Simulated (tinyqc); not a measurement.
# Floating body of a partially depleted SOI transistor: body voltage and kink: what changes with what

Source at 0 V. Channel current Ic = 2 nf K Vt^2 [F(0) - F(Vd)](1 + la Vd), F(V) = ln^2(1 + exp((Vg - VT - nf V)/(2 nf Vt))), VT = VT0 - gb Vb. Saturation voltage Vs = 2 Vt sqrt(F(0)) + 3 Vt, excess Ve = (Vd - Vs + sqrt((Vd - Vs)^2 + 0.0004 V^2))/2, multiplication M1 = Ai Ve exp(-Bl/Ve). Each junction passes D(v) = J1 (exp(v/Vt) - 1) + J2 (exp(v/(2 Vt)) - 1). Bipolar current Ib = bb J1 (exp(Vb/Vt) - 1). The body settles where M1 (Ic + Ib) = D(Vb) + D(Vb - Vd) + Vb/Rb; drain current Id = (1 + M1)(Ic + Ib) - D(Vb - Vd).

Values chosen for this exercise; values of the order met in partially depleted silicon-on-insulator transistors:
- T = 398 K (temperature)
- VT0 = 0.39 V (threshold at zero body voltage)
- gb = 0.17 (fall of the threshold per volt of body voltage)
- nf = 1.46 (slope factor)
- K = 150 uA/(V^2 um) (gain factor per width)
- la = 0.04 1/V (channel-length modulation factor)
- Ai = 2.05 1/V (impact-ionisation prefactor)
- Bl = 8 V (impact-ionisation voltage)
- J1 = 3.9e-10 uA/um (diffusion saturation current of each junction)
- J2 = 1.7e-7 uA/um (recombination saturation current of each junction)
- bb = 3 (gain of the lateral bipolar transistor on the diffusion current)
- Rb = 1e9 kohm um (resistance of a weak body tie to the source (1e9 stands for no tie, and the term is then dropped))
- Vg = 0.7 V (gate voltage)
- Vd = 1.6 V (drain voltage)

Constants: q = 1.602176634e-19 C, kB = 1.380649e-23 J/K, Vt = kB T/q. Results are converted to the units shown.

Each table varies one quantity; the others keep the values above.

## Output curve and kink

Rows with more than one solution for Vb (latch) are left out; dId/dVd by a forward difference over 1e-4 V, swing = 1e-4 V over the change of log10 Id; M1 under 1e-12 is printed as 0.

Result of one run:

| Vd (V) | Vb (V) | M1 | Id, floating (uA/um) | Id, grounded (uA/um) | ratio | dId/dVd, floating (uS/um) | dId/dVd, grounded (uS/um) |
|---|---|---|---|---|---|---|---|
| 1.48 | 0.5941 | 0.001503 | 9.317 | 5.393 | 1.728 | 2.806 | 0.2926 |

What becomes of these results when the drain voltage Vd is changed from 1.48 to 0.84 V, all else the same?

Result of the changed run:

| Vd (V) | Vb (V) | M1 | Id, floating (uA/um) | Id, grounded (uA/um) | ratio | dId/dVd, floating (uS/um) | dId/dVd, grounded (uS/um) |
|---|---|---|---|---|---|---|---|
| 0.84 | 0.1338 | 1.457e-7 | 6.005 | 5.249 | 1.144 | 8.558 | 0.2032 |

The whole series:

| Vd (V) | Vb (V) | M1 | Id, floating (uA/um) | Id, grounded (uA/um) | ratio | dId/dVd, floating (uS/um) | dId/dVd, grounded (uS/um) |
|---|---|---|---|---|---|---|---|
| 0.84 | 0.1338 | 1.457e-7 | 6.005 | 5.249 | 1.144 | 8.558 | 0.2032 |
| 1 | 0.3499 | 5.153e-6 | 7.391 | 5.282 | 1.399 | 7.121 | 0.2043 |
| 1.16 | 0.4713 | 6.356e-5 | 8.267 | 5.315 | 1.555 | 4.259 | 0.2117 |
| 1.32 | 0.5435 | 3.894e-4 | 8.847 | 5.351 | 1.654 | 3.163 | 0.2368 |
| 1.48 | 0.5941 | 0.001503 | 9.317 | 5.393 | 1.728 | 2.806 | 0.2926 |
| 1.64 | 0.6324 | 0.004262 | 9.773 | 5.446 | 1.794 | 2.978 | 0.3885 |
| 1.8 | 0.6630 | 0.009772 | 10.30 | 5.519 | 1.866 | 3.685 | 0.5289 |

Vb rises from 0.134 to 0.663 V and the ratio of the currents rises from 1.14 to 1.87. The output conductance with a floating body exceeds the grounded value by the largest factor among the rows, 42.1, at Vd = 0.84 V, where Vb = 0.134 V and M1 = 1.46e-7.

## Transfer curve and swing

Same model as above.

Result of one run:

| Vg (V) | Vb (V) | M1 | Id, floating (uA/um) | Id, grounded (uA/um) | ratio | swing, floating (mV/decade) | swing, grounded (mV/decade) |
|---|---|---|---|---|---|---|---|
| 0.34 | 0.5610 | 0.01102 | 0.5101 | 0.1249 | 4.083 | 167.0 | 144.9 |

What becomes of these results when the gate voltage Vg is changed from 0.34 to -0.06 V, all else the same?

Result of the changed run:

| Vg (V) | Vb (V) | M1 | Id, floating (uA/um) | Id, grounded (uA/um) | ratio | swing, floating (mV/decade) | swing, grounded (mV/decade) |
|---|---|---|---|---|---|---|---|
| -0.06 | 0.1707 | 0.01461 | 1.227e-4 | 6.896e-5 | 1.779 | 94.32 | 116.2 |

The whole series:

| Vg (V) | Vb (V) | M1 | Id, floating (uA/um) | Id, grounded (uA/um) | ratio | swing, floating (mV/decade) | swing, grounded (mV/decade) |
|---|---|---|---|---|---|---|---|
| -0.06 | 0.1707 | 0.01461 | 1.227e-4 | 6.896e-5 | 1.779 | 94.32 | 116.2 |
| 0.04 | 0.3155 | 0.01446 | 0.001433 | 4.974e-4 | 2.881 | 95.52 | 117.1 |
| 0.14 | 0.4294 | 0.01401 | 0.01414 | 0.003485 | 4.058 | 107.0 | 120.0 |
| 0.24 | 0.5076 | 0.01294 | 0.1034 | 0.02264 | 4.567 | 127.4 | 127.4 |
| 0.34 | 0.5610 | 0.01102 | 0.5101 | 0.1249 | 4.083 | 167.0 | 144.9 |
| 0.44 | 0.5943 | 0.008591 | 1.653 | 0.5253 | 3.146 | 232.8 | 180.7 |
| 0.54 | 0.6129 | 0.006241 | 3.838 | 1.597 | 2.403 | 321.9 | 240.4 |
| 0.64 | 0.6217 | 0.004299 | 7.144 | 3.659 | 1.952 | 426.1 | 322.4 |
| 0.74 | 0.6239 | 0.002825 | 11.55 | 6.841 | 1.688 | 538.4 | 420.1 |

Vb rises from 0.171 to 0.624 V. The smallest swing among the rows is 94.3 mV a decade with a floating body (at Vg = -0.06 V) and 116 with a grounded one; Vt ln 10 = 79.0. The floating swing is smaller by more than 3 % for Vg = -0.06, 0.04, 0.14 V, where the rising Vb lowers the threshold as Vg rises. In the first row the floating body raises the current by a factor of 1.78.

Range of the model: The multiplication law is an empirical form chosen for the exercise; self-heating and capacitive coupling to the body are left out, and the linear laws are rough once Vb passes about 0.7 V or M1 about 0.1.

Computed by the program tinyqc: `OMP_NUM_THREADS=1 python tinyqc.py 2182053 2182054 out.jsonl`, one thread of a shared Intel Xeon 2.30GHz, about 0.2 s for the whole run.
